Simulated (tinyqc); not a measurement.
Standing waves and exposure in a photoresist film: sweeps and comparisons. A value that a table varies takes the place of the one given here.

Normal incidence from air. Unexposed resist: N1 = n1 + i k1 with k1 = (A + B) lam/(4 pi), lam in micrometres. r01 = (1 - N1)/(1 + N1), t01 = 2/(1 + N1). Below the resist lie the layer Na = na + i ka and the substrate Ns = ns + i ks: r12 = (r1a + ras x)/(1 + r1a ras x), x = exp(4 pi i Na da/lam), r1a = (N1 - Na)/(N1 + Na), ras = (Na - Ns)/(Na + Ns). With p = exp(2 pi i N1 d/lam), the field at depth z is E(z) = t01 [exp(2 pi i N1 z/lam) + r12 p^2 exp(-2 pi i N1 z/lam)]/(1 + r01 r12 p^2), the relative intensity I(z) = n1 |E(z)|^2 and the reflectance R = |(r01 + r12 p^2)/(1 + r01 r12 p^2)|^2.

Values chosen for the exercise (a resist on polySi, indices near tabulated ones; the results hold for these values, not for the real material):
- lam = 365 nm (vacuum wavelength)
- n1 = 1.673 (resist index)
- A = 0.82 1/micrometre (bleachable absorption (Dill A))
- B = 0.08 1/micrometre (fixed absorption (Dill B))
- d = 879 nm (resist thickness)
- ns = 4.922 (substrate n)
- ks = 2.663 (substrate k)
- na = 1.714 (n of the bottom antireflection layer)
- ka = 0.294 (its k)
- da = 85 nm (its thickness)

## Swing of the coupled dose with resist thickness

The mean of I is taken over 800 depths; the relative dose to clear is taken as 1/(mean of I over the lowest period, 60 depths), scaled to 1 in the first row.

Swing:

| d (nm) | R | mean I | relative dose |
|---|---|---|---|
| 879.0 | 0.1038 | 0.6311 | 1.000 |
| 897.2 | 0.0994 | 0.6282 | 1.009 |
| 915.4 | 0.0657 | 0.6465 | 0.988 |
| 933.5 | 0.0350 | 0.6636 | 0.974 |
| 951.7 | 0.0394 | 0.6569 | 0.997 |
| 969.9 | 0.0728 | 0.6297 | 1.051 |
| 988.1 | 0.0996 | 0.6064 | 1.099 |
| 1006.3 | 0.0956 | 0.6038 | 1.110 |
| 1024.4 | 0.0651 | 0.6193 | 1.091 |
| 1042.6 | 0.0372 | 0.6338 | 1.078 |
| 1060.8 | 0.0412 | 0.6275 | 1.103 |
| 1079.0 | 0.0715 | 0.6036 | 1.159 |
| 1097.2 | 0.0959 | 0.5830 | 1.209 |

What can be read from the table?

The period is 109.1 nm, six rows. The relative dose swings between 0.974 and 1.209, a ratio (max - min)/mean of 0.220, against the estimate 4 sqrt(|r01|^2 |r12|^2) exp(-(A + B) d) = 0.082 for the oscillating part alone; the ratio from the table also holds the slow rise from absorption, 20.9 % over two periods, so the two are not strictly comparable. The dose is least sensitive to thickness at an extremum; the lowest dose listed is at 933.5 nm.

## Tuning the antireflection layer

da takes the values listed; the contrast is (Imax - Imin)/(Imax + Imin) over the lowest period of the resist (60 depths).

Results:

| da (nm) | \|r12\|^2 | contrast |
|---|---|---|
| 0 | 0.3452 | 0.841 |
| 10 | 0.3347 | 0.826 |
| 20 | 0.2976 | 0.802 |
| 30 | 0.2362 | 0.749 |
| 40 | 0.1655 | 0.662 |
| 50 | 0.1028 | 0.564 |
| 60 | 0.0586 | 0.453 |
| 75 | 0.0309 | 0.349 |
| 90 | 0.0368 | 0.382 |
| 110 | 0.0570 | 0.404 |
| 140 | 0.0385 | 0.340 |

What can be read from the table?

|r12|^2 starts at 0.3452 and is lowest, 0.0309, at 75 nm of those listed, where the contrast is 0.349 against 0.841. The contrast follows 2|r|/(1 + |r|^2), so even |r12|^2 = 0.01 leaves about 0.2. No listed thickness brings |r12|^2 below 0.01.

## What moves the exposure

The mean of I is over 800 depths. Each row changes one parameter from the base and keeps the others.

Results:

| case | \|r12\|^2 | R | mean I | I at the bottom |
|---|---|---|---|---|
| base | 0.0324 | 0.1038 | 0.6311 | 0.3141 |
| d = 889 nm | 0.0324 | 0.1060 | 0.6262 | 0.3109 |
| n1 = 1.69 | 0.0312 | 0.1088 | 0.6265 | 0.3162 |
| B = 0.28 1/micrometre | 0.0329 | 0.0967 | 0.5877 | 0.2651 |
| ks = 2.397 | 0.0301 | 0.1019 | 0.6315 | 0.3193 |
| da = 95 nm | 0.0423 | 0.1127 | 0.6297 | 0.2568 |
| ka = 0.382 | 0.0139 | 0.0906 | 0.6334 | 0.3320 |

How do the results move?

The largest shifts from the base row, up to three for each result and ties (the steps differ in size, so this ranks the rows, not the parameters). |r12|^2: ka -0.0185, da +0.0099, ks -0.0024; unchanged at the printed digits by d. R: ka -0.0132, da +0.0089, B -0.0070. mean I: B -0.0435, d -0.0049, n1 -0.0046. I at the bottom: da -0.0573, B -0.0490, ka +0.0178.

(tinyqc, `OMP_NUM_THREADS=1 python tinyqc.py 1651826 1651827 out.jsonl`, Intel(R) Xeon(R) Processor @ 2.30GHz, 1 thread, shared host, about 0.01 s.)
